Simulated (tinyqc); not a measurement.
Electron-beam lithography: double-Gaussian proximity function, edge placement and dose correction for parallel lines: one step, computed by the program tinyqc.

Lines are infinitely long. Absorbed energy is counted so that the middle of a very large area written at dose 1 receives 1; the resist develops where it exceeds 1/2.

Task: Dose to size and latitude. A test line of width w << beta in surroundings of density rho, all at dose d: near its edge E(x) = d [S + eta rho]/(1 + eta), S = [erf((b - x)/alpha) - erf((a - x)/alpha)]/2 for edges a and b, the second term being the background energy. Dose to size d_s = (1 + eta)/(erf(w/alpha) + 2 eta rho), dose = d_s D0; edge slope d [1 - exp(-w^2/alpha^2)]/(sqrt(pi) alpha (1 + eta)); width change per 1 % of dose = 2 x 0.01 x (1/2)/slope.

Inputs (values chosen for the exercise, of the order of those for 30 keV electrons in resist on silicon): forward range alpha = 0.016 micrometre; backscatter ratio eta = 0.99; base dose D0 = 310 microcoulomb/cm^2; width of the test line = 0.28 micrometre; pattern density around the test line = 0.67.

Give: dose to size d_s; dose; edge slope; width change per 1 % of dose; background energy.

Result:

dose to size d_s = 0.8553

dose = 265.2 microcoulomb/cm^2

edge slope = 0.01516 1/nm

width change per 1 % of dose = 0.6598 nm

background energy = 0.2851

The background supplies 57 % of the threshold.
